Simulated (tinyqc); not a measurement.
Debye-Callaway model of lattice thermal conductivity. From one set of inputs to another, one input at a time. Computed by tinyqc, a small Python program. Command: `OMP_NUM_THREADS=1 python tinyqc.py 3019834 3019835 out.jsonl callaway ladder`. One thread of a shared host (Intel(R) Xeon(R) Processor @ 2.30GHz), about 0.03 s of CPU time with the checks.

Three acoustic branches with one velocity v, cut at omega_D = k_B Theta/hbar; x = hbar omega/(k_B T). v and Theta are separate inputs: Theta cuts off the heat-carrying modes, so C need not reach 3 k_B/V. gamma is an effective value that sets the umklapp rate.

The inputs printed are set A. Inputs not listed in the table keep their values of set A, so the rows need not describe a real material.

Inputs (values chosen for the exercise, for a model crystal): sound velocity v = 5670 m/s; Debye temperature Theta = 442 K; volume per atom V = 22.5 angstrom^3; mean atomic mass M = 32.9 u; effective Grueneisen parameter gamma = 1.16; umklapp exponent divisor b = 2; vacancy fraction n_v = 0.0023; Casimir length L = 1200 micrometre; temperature T = 600 K.

Sample: crystal. Point defects: vacancies. Normal processes: left out.

Constants: k_B = 1.380649e-23 J/K; hbar = 1.054571817e-34 J s; u = 1.6605390666e-27 kg.

Method:
- A vacancy counts as a mass defect Delta M/M = -3 (the missing mass and twice its bonds), so Gamma = 9 n_v. A = V Gamma/(4 pi v^3).
- Rates: point defects A omega^4; umklapp B omega^2 T exp(-Theta/(b T)) with B = hbar gamma^2/(M v^2 Theta). Boundaries: v/L.
- kappa_1 = c int tau_C g dx, g = x^4 e^x/(e^x - 1)^2, c = (k_B/(2 pi^2 v)) (k_B T/hbar)^3, over 0 < x < min(Theta/T, 40), by 96 Gauss-Legendre points in s with x = x_max s^2; tau_C = tau_R, the inverse of the summed rates, and kappa = kappa_1.
- Heat capacity C = 3 c int g dx / v^2; grey free path 3 kappa/(C v); the median free path v tau_C halves kappa_1 when the quadrature points are ordered by free path (each counted at half its weight, interpolated in the logarithm); likewise at 10 % and 90 %.

Each row keeps all changes above it:
```
input moved                           from     to  kappa (W/(m K))  heat capacity C (J/(m^3 K))  median free path (nm)
set A                                    -      -           38.314                   7.2373e+05                 245.28
volume per atom V (angstrom^3)        22.5   9.34           52.145                   7.2373e+05                 162.02
effective Grueneisen parameter gamma  1.16   3.78            7.871                   7.2373e+05                   9.31
sound velocity v (m/s)                5670   6800            9.576                   4.1956e+05                  15.83
Casimir length L (micrometre)         1200    930            9.572                   4.1956e+05                  15.81
Debye temperature Theta (K)            442    754           26.545                   1.9799e+06                  16.94
temperature T (K)                      600    300           62.412                   1.5912e+06                 125.44
mean atomic mass M (u)                32.9  20.15           44.863                   1.5912e+06                  62.34
```

Kappa goes from 38.3 to 44.9, a factor 1.17 in all. The largest single move comes from effective Grueneisen parameter gamma (a factor 0.151), but it runs against the net change; the largest move in the direction of the net change is Debye temperature Theta (a factor 2.77). Heat capacity C goes from 724000 to 1.59e6, a factor 2.20 in all. The largest single move comes from Debye temperature Theta (a factor 4.72), and sound velocity v works against it (a factor 0.580). Median free path goes from 245 to 62.3, a factor 0.254 in all. The largest single move comes from effective Grueneisen parameter gamma (a factor 0.0575), and temperature T works against it (a factor 7.41). The single moves hold for this order of the switches; the total does not depend on the order.

Extremes, crossings and ranges named in words are read from the listed rows.
